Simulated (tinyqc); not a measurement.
# Semiconductor laser, carrier and photon rate equations: light against current through threshold

Carrier density N and photon density S in one mode: dN/dt = F1 = eta I/(q V) - (A N + B N^2 + C N^3) - vg g S; dS/dt = F2 = G vg g S + G be B N^2 - S/tp, with g = g0 ln(N/Ntr)/(1 + ec S). Output power P = Fo Eph S V/(G tp). No heating, no carrier transport.

gth = 1/(G vg tp), Nth = Ntr exp(gth/g0), Ith = q V (A Nth + B Nth^2 + C Nth^3)/eta. N and S are the steady state (F1 = F2 = 0, S > 0).

Inputs (values chosen for the exercise): active volume V = 2.7e-11 cm^3; confinement factor G = 0.065; group velocity vg = 7.27e9 cm/s; gain coefficient g0 = 1400 1/cm; transparency density Ntr = 2e18 cm^-3; gain compression ec = 1.4e-17 cm^3; photon lifetime tp = 3.9 ps; defect recombination coefficient A = 1.4e8 1/s; radiative coefficient B = 1.2e-10 cm^3/s; Auger coefficient C = 1.3e-29 cm^6/s; share of spontaneous emission into the mode be = 5.8e-5; injection efficiency eta = 0.92; share of cavity losses that is output Fo = 0.62; photon energy Eph = 1.27 eV.

Constants: q = 1.602176634e-19 C. Results are converted to the units shown.

Result of one run:
```
I (mA)	N/Nth	S (cm^-3)	P (mW)	share of carriers lost by stimulated emission (%)
25	1.005	8.905e14	11.96	66.07
```

What becomes of these results when the drive current I is changed from 25 to 17 mA, all else the same?

Result of the changed run:
```
I (mA)	N/Nth	S (cm^-3)	P (mW)	share of carriers lost by stimulated emission (%)
17	1.002	4.612e14	6.198	50.32
```

The whole series:
```
I (mA)	N/Nth	S (cm^-3)	P (mW)	share of carriers lost by stimulated emission (%)
1.7	0.4060	1.086e9	1.459e-5	-0.001571
4.2	0.6914	7.690e9	1.033e-4	1.620e-4
6.7	0.8893	4.001e10	5.375e-4	0.007721
8	0.9748	2.213e11	0.002974	0.04794
9.2	1.000	4.286e13	0.5759	8.638
13	1.001	2.466e14	3.314	35.19
17	1.002	4.612e14	6.198	50.32
25	1.005	8.905e14	11.96	66.07
42	1.010	1.803e15	24.22	79.60
```

Ith is 8.40 mA. The power rises by a factor of 1070 between 6.7 and 9.2 mA, while N/Nth goes only from 0.889 to 1.00. Above threshold N is nearly clamped, reaching 1.010 Nth in the last row through gain compression, and the slope between the last two rows is 0.721 W/A, against Fo eta Eph/q = 0.724 W/A. At I = 1.7 mA N is far below Ntr, where the logarithmic gain law overstates the absorption.

Program tinyqc, `OMP_NUM_THREADS=1 python tinyqc.py 2840019 2840020 out.jsonl`; Intel Xeon 2.30GHz, shared host, one thread, about 0.01 s.
